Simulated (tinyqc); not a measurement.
Sweep of a uniaxial [001] stress: six-band Luttinger-Kohn model with strain.

Six-band Luttinger-Kohn model in the basis |3/2,3/2>, |3/2,1/2>, |3/2,-1/2>, |3/2,-3/2>, |1/2,1/2>, |1/2,-1/2>, electron energies, zero at the top of the unstrained valence band. H = -[rows: (P+Q, -S, R, 0, -S/r2, r2 R); (-S*, P-Q, 0, R, -r2 Q, r32 S); (R*, 0, P-Q, S, r32 S*, r2 Q); (0, R*, S*, P+Q, -r2 R*, -S*/r2); (-S*/r2, -r2 Q, r32 S, -r2 R, P+Dso, 0); (r2 R*, r32 S*, r2 Q, -S/r2, 0, P+Dso)], r2 = sqrt(2), r32 = sqrt(3/2). Levels are twofold.

P = c g1 k^2 - av tr(e); Q = c g2 (kx^2 + ky^2 - 2 kz^2) - (b/2)(exx + eyy - 2 ezz); R = c sqrt3 [-g2 (kx^2 - ky^2) + 2i g3 kx ky] + (sqrt3/2) b (exx - eyy) - i d exy; S = 2 c sqrt3 g3 (kx - i ky) kz - d (exz - i eyz); c = hbar^2/2m0, e the strain tensor (not engineering shear).

s11 = (C11 + C12)/((C11 - C12)(C11 + 2 C12)), s12 = -C12/((C11 - C12)(C11 + 2 C12)), s44 = 1/C44; exx = s11 sxx + s12 (syy + szz) and cyclic, exy = s44 sxy/2; tension is positive. A uniaxial stress X along the unit vector n is s_ij = X n_i n_j.

Constants: hbar^2/2m0 = 3.80998211 eV angstrom^2.

Parameters, chosen for this exercise (near those of Si; shifted at random, so the results belong to these values and not to a real crystal):
- Dso = 0.044 eV (spin-orbit splitting)
- g1 = 4.28 (Luttinger gamma1)
- g2 = 0.34 (gamma2)
- g3 = 1.44 (gamma3)
- av = 2.46 eV (valence hydrostatic potential)
- b = -2.12 eV (tetragonal shear potential)
- d = -4.8 eV (trigonal shear potential)
- C11 = 165 GPa
- C12 = 63.4 GPa
- C44 = 78.8 GPa
- load = uniaxial [001] (kind of stress)

Edges at k = 0 and curvature masses of the top pair along [100] and [001] (step 0.0002 1/angstrom); at zero stress the top is fourfold and has no single curvature.

Edges and masses:
```
X (GPa)  top (eV)  second (eV)  third (eV)  splitting (meV)  m [100]  m [001]
-3.00      0.0873      -0.0879     -0.1193            175.2    0.277    0.178
-2.00      0.0549      -0.0586     -0.0909            113.5    0.276    0.179
-1.00      0.0239      -0.0293     -0.0638             53.1    0.273    0.181
0.00       0.0000       0.0000     -0.0440              0.0        -        -
1.00       0.0293       0.0077     -0.0557             21.6    0.216    0.278
2.00       0.0586       0.0330     -0.0850             25.6    0.216    0.278
3.00       0.0879       0.0610     -0.1170             26.9    0.216    0.278
```

What can be read from this table?

The splitting reaches 175.2 meV under compression and 26.9 meV under the same tension; linear shear terms alone would make the two equal, and the difference comes from the coupling to the split-off band. At the ends of the sweep the top pair has a mass along [100] of 0.277 under compression and 0.216 under tension, so tension gives the lighter holes along [100]; along [001] it has 0.178 and 0.278. The top edge itself moves by +87 and +88 meV. The ends of the sweep mean strains up to 2.3 %, beyond the range of linear deformation potentials.

Run: tinyqc, `OMP_NUM_THREADS=1 python tinyqc.py 1081514 1081515 out.jsonl`; Intel(R) Xeon(R) Processor @ 2.30GHz, one thread, shared host; about 0.2 s of CPU time with all checks.
